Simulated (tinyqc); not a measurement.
Both saturation currents from two open-circuit voltages.

Inverse problem. Without shunt, at open circuit JL = J01 (exp(Voc/Vt) - 1) + J02 (exp(Voc/(2 Vt)) - 1). Find J01, J02 and the mean ideality (Voc2 - Voc1)/(Vt ln(JL2/JL1)).

Parameters, values chosen for the exercise:
- T = 300 K (temperature)

Constants: q = 1.602176634e-19 C, kB = 1.380649e-23 J/K, Vt = kB T/q. Results are converted to the units shown.

photocurrents (mA/cm^2): [50.8, 5.08]
Voc (V): [0.26199550, 0.20203447]

Answer. The relation is linear in J01 and J02, so two light levels give two equations; series resistance plays no part at open circuit.

J01 = 2.000e-6 A/cm^2
J02 = 2.600e-6 A/cm^2
mean ideality = 1.007

Program tinyqc, `OMP_NUM_THREADS=1 python tinyqc.py 2280130 2280131 out.jsonl`; Intel Xeon 2.30GHz, shared host, one thread, about 0.01 s.
